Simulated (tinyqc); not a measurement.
# Single-junction solar cell, detailed-balance limit: what changes with what

Every photon above the gap Eg makes one pair and none below is absorbed; carriers thermalise at T and move without loss. Jsc = q fs X Phi(Eg, Ts); the dark current is J0 = q ge Phi(Eg, T)/ERE with the Boltzmann factor exp(V/Vt). The efficiency is the electrical power over fs X sigma Ts^4.

Parameters, values chosen for the exercise: cell temperature T = 300 K; temperature of the black-body sun Ts = 5800 K; share of the hemisphere filled by the sun fs = 2.16e-5; concentration X = 1; external radiative efficiency ERE = 0.001; number of faces that emit ge = 1; band gap Eg = 1.3 eV.

Constants: q = 1.602176634e-19 C, kB = 1.380649e-23 J/K, h = 6.62607015e-34 J s, c = 299792458 m/s, Vt = kB T/q. Results are converted to the units shown.

Each table varies one quantity; the others keep the values above.

## Effect of the temperature of the black-body sun

Photon flux above E from a black body at temperature T into a hemisphere: Phi(E, T) = A sum_k exp(-k E/th)[E^2 th/k + 2 E th^2/k^2 + 2 th^3/k^3], k = 1, 2, ..., with th = kB T/q in eV and A = 2 pi q^3/(h^3 c^2). J(V) = Jsc - J0 (exp(V/Vt) - 1); Voc = Vt ln(1 + Jsc/J0); at maximum power v = Vmp/Vt solves (1 + v) exp(v) = 1 + Jsc/J0. Pin = fs X sigma Ts^4, sigma = 2 pi^5 kB^4/(15 h^3 c^2). FF = Vmp Jmp/(Voc Jsc).

Results:
```
Ts (K)  Jsc (mA/cm^2)  Voc (V)  Eg/q - Voc (V)      FF  efficiency (%)
3000            1.449   0.7823          0.5177  0.8581           9.805
3700            5.067   0.8147          0.4853  0.8624           15.51
4400            12.62   0.8383          0.4617  0.8653           19.94
5100            25.62   0.8566          0.4434  0.8674           22.97
6500            73.51   0.8839          0.4161  0.8705           25.87
7200            111.0   0.8945          0.4055  0.8717           26.30
7900            159.2   0.9038          0.3962  0.8727           26.32
```

Estimate the missing row, Ts = 5800 K.

Computed row:
```
Ts (K)  Jsc (mA/cm^2)  Voc (V)  Eg/q - Voc (V)      FF  efficiency (%)
5800            45.47   0.8714          0.4286  0.8692           24.85
```

With this row back in the table: As Ts goes from 3000 to 7900 K, Jsc rises from 1.45 to 159 mA/cm^2, Voc rises from 0.782 to 0.904 V and the efficiency rises from 9.80 to 26.3 %.

## Effect of the concentration

Same model as above.

FF = Vmp Jmp/(Voc Jsc).

Effect of the concentration:
```
X     Jsc (mA/cm^2)  Voc (V)  Eg/q - Voc (V)      FF  efficiency (%)
1             45.47   0.8714          0.4286  0.8692           24.85
3             136.4   0.8998          0.4002  0.8723           25.75
10            454.7   0.9310          0.3690  0.8755           26.74
30             1364   0.9594          0.3406  0.8784           27.64
100            4547   0.9905          0.3095  0.8813           28.64
300         1.364e4    1.019          0.2811  0.8838           29.54
1000        4.547e4    1.050          0.2500  0.8865           30.54
3000        1.364e5    1.078          0.2216  0.8888           31.44
```

Read the table: what changes, and by how much?

As X goes from 1 to 3000, Jsc rises from 45.5 to 1.36e5 mA/cm^2, Voc rises from 0.871 to 1.08 V and the efficiency rises from 24.8 to 31.4 %. Voc gains 59.5 mV a decade of concentration (Vt ln 10), while Jsc/Pin stays the same. For X = 1000 to 3000 the current passes 20 A/cm^2, where series resistance and heating, left out here, would dominate.

## Effect of the band gap

Same model as above.

FF = Vmp Jmp/(Voc Jsc).

Results:
```
Eg (eV)  Jsc (mA/cm^2)  Voc (V)  Eg/q - Voc (V)       FF  efficiency (%)
0.5             87.541  0.13627         0.36373  0.55898          4.8109
1               60.531  0.59209         0.40791  0.82578          21.353
1.25            47.822  0.82473         0.42527  0.86361          24.574
1.5             36.802   1.0587         0.44129  0.88720          24.940
1.75            27.703   1.2935         0.45648  0.90341          23.357
2               20.465   1.5289         0.47112  0.91529          20.661
2.25            14.875   1.7646         0.48538  0.92440          17.506
2.5             10.662   2.0006         0.49938  0.93162          14.337
```

Estimate the missing row, Eg = 0.75 eV.

Computed row:
```
Eg (eV)  Jsc (mA/cm^2)  Voc (V)  Eg/q - Voc (V)       FF  efficiency (%)
0.75            74.232  0.36180         0.38820  0.75396          14.609
```

With this row back in the table: As Eg goes from 0.5 to 2.5 eV, Jsc falls from 87.5 to 10.7 mA/cm^2, Voc rises from 0.136 to 2.00 V and the efficiency goes from 4.81 through a maximum of 24.9 (at Eg = 1.5 eV among the rows listed) to 14.3 %. A wider gap raises the voltage and loses photons, hence the maximum.

tinyqc, about 0.01 s, one thread, Intel Xeon 2.30GHz (shared host): `OMP_NUM_THREADS=1 python tinyqc.py 2820121 2820122 out.jsonl`
